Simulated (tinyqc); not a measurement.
From energy lost to nuclei nu back to ion energy E: ion implantation: universal nuclear stopping, Lindhard-Scharff electronic stopping and a Gaussian range profile. Computed by tinyqc, a small Python program. Command: `OMP_NUM_THREADS=1 python tinyqc.py 3014454 3014455 out.jsonl implant inv`. One thread of a shared host (Intel(R) Xeon(R) Processor @ 2.30GHz), about 2 s of CPU time with the checks.

An ion slows by elastic collisions with screened nuclei and by friction with electrons; channelling is ignored and the target is uniform.

Inputs (values chosen for the exercise, modelled on indium ions in copper):
```
quantity                               value    unit
ion atomic number Z1                      49       -
ion mass M1                              115       u
target atomic number Z2                   29       -
target mass M2                         63.55       u
target density N                        84.9  1/nm^3
scale factor of electronic stopping k    1.2       -
```

Method:
- Reduced energy eps = 32.53 M2 E/(Z1 Z2 (M1 + M2)(Z1^0.23 + Z2^0.23)), E in keV; s_n = ln(1 + 1.1383 eps)/(2 (eps + 0.01321 eps^0.21226 + 0.19593 eps^0.5)) for eps up to 30 and ln(eps)/(2 eps) above; S_n = 8.462 Z1 Z2 M1 s_n/((M1 + M2)(Z1^0.23 + Z2^0.23)) in 1e-15 eV cm^2.
- S_e = k 3.83 Z1^(7/6) Z2/(Z1^(2/3) + Z2^(2/3))^(3/2) sqrt(E/M1) in 1e-15 eV cm^2, E in keV.
- Path length R = int_0^E dE'/(N (S_n + S_e)); energy lost to nuclei nu = int_0^E S_n/(S_n + S_e) dE' (both with E' = E y^3 and 64 Gauss-Legendre points in y).
- Estimates of Lindhard type: R_p = R/(1 + M2/(3 M1)), straggle dR_p = (2/3) R_p sqrt(M1 M2)/(M1 + M2).

Question. A run gave the result below. Find the ion energy E, known to lie between 1.5 and 4.2 keV.

energy lost to nuclei nu = 2.0963 keV

Answer.

Each step takes the trial c = (a f_b - b f_a)/(f_b - f_a), f being the result less the target and a, b, c the logarithms of the listed values; c replaces end b, the old b replaces a if the sign of f changed, and otherwise f_a is halved.

Scan of the range:
```
ion energy E (keV)  energy lost to nuclei nu (keV)
1.50                                       1.37800
1.78                                       1.63593
2.11                                       1.93981
2.51                                       2.30796
2.98                                       2.74024
3.54                                       3.25486
4.20                                       3.86075
```

False position (Illinois rule, in the logarithm of the input) inside the bracket:
```
step    end a    end b    trial  energy lost to nuclei nu (keV)
1     2.11000  2.51000  2.27159                         2.08856
2     2.51000  2.27159  2.27960                         2.09593
3     2.51000  2.27960  2.28036                         2.09663
4     2.27960  2.28036  2.28000                         2.09630
5     2.28036  2.28000  2.28000                         2.09630
```

Energy lost to nuclei nu rises at every point of a 13-point scan of the range (every second point is shown), so one value fits; it is bracketed by 2.11 and 2.51. Answer: ion energy E = 2.280 keV.
